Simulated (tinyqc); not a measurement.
# Changing the island volume V

Model: strain-driven roughening and islands of a mismatched epitaxial film. Computed by tinyqc, a small Python program. Command: `OMP_NUM_THREADS=1 python tinyqc.py 3031031 3031032 out.jsonl island sweep`. One thread of a shared host (Intel(R) Xeon(R) Processor @ 2.30GHz), about 0.01 s of CPU time with the checks.

Film and substrate share isotropic elastic constants; the film is coherent and biaxially strained.

Inputs (values chosen for the exercise, modelled on GaN on AlN):

| quantity | value | unit |
|---|---|---|
| misfit \|f\| | 0.025 | - |
| shear modulus G | 114 | GPa |
| Poisson ratio nu | 0.2 | - |
| surface energy gamma | 1.81 | J/m^2 |
| contact angle of the shallow shape theta_1 | 8.28 | degrees |
| contact angle of the steep shape theta_2 | 31.6 | degrees |
| facet energy of shape 1 over gamma | 0.9955 | - |
| facet energy of shape 2 over gamma | 0.9939 | - |

Constants: e = 1.602176634e-19 C.

Method:
- M = 2 G (1 + nu)/(1 - nu); stress = M f; energy density w = M f^2.
- Shallow faceted island (Tersoff form): E = 4 Gam V^(2/3) tan^(1/3)(theta) - 6 c V tan(theta), Gam = gamma [x/sin(theta) - 1/tan(theta)], x the facet energy over gamma, c = stress^2 (1 - nu)/(2 pi G).
- The barrier is the maximum of E, at V_c = [4 Gam/(9 c)]^3 / tan^2(theta) (1 GPa nm = 1 J/m^2).
- The two energies cross at V_x^(1/3) = 4 [Gam_2 t2^(1/3) - Gam_1 t1^(1/3)]/(6 c (t2 - t1)), t = tan(theta); mu = dE/dV.

One run for each value:

| island volume V (nm^3) | E of shape 1 (eV) | E of shape 2 (eV) |
|---|---|---|
| 0.79 | 4.8403e-01 | 7.4255e+00 |
| 2 | 6.6213e-01 | 1.2791e+01 |
| 5.1 | 6.2760e-01 | 2.1303e+01 |
| 13 | -3.7884e-01 | 3.3200e+01 |
| 33 | -4.6246e+00 | 4.5211e+01 |
| 83 | -1.8328e+01 | 4.2293e+01 |
| 210 | -5.8899e+01 | -2.6596e+01 |
| 530 | -1.7180e+02 | -3.1401e+02 |
| 1300 | -4.6199e+02 | -1.2032e+03 |
| 3400 | -1.2918e+03 | -4.0377e+03 |

Over the rows, E of shape 1 (eV) goes from 0.484 through a maximum among these rows, 0.662 at 2.00, to -1290; E of shape 2 (eV) goes from 7.43 through a maximum among these rows, 45.2 at 33.0, to -4040. Each curve rises while the surface term V^(2/3) rules, peaks at V_c, passes zero at (3/2)^3 V_c and then falls with the volume term.

Caution (all rows): a critical island of a few cubic nanometres holds a few hundred atoms at most, and edge energies, left out here, matter. Caution (all rows): the shallow-slope form overstates the relaxation of facets steeper than about 25 degrees.

Extremes, crossings and ranges named in words are read from the listed rows.
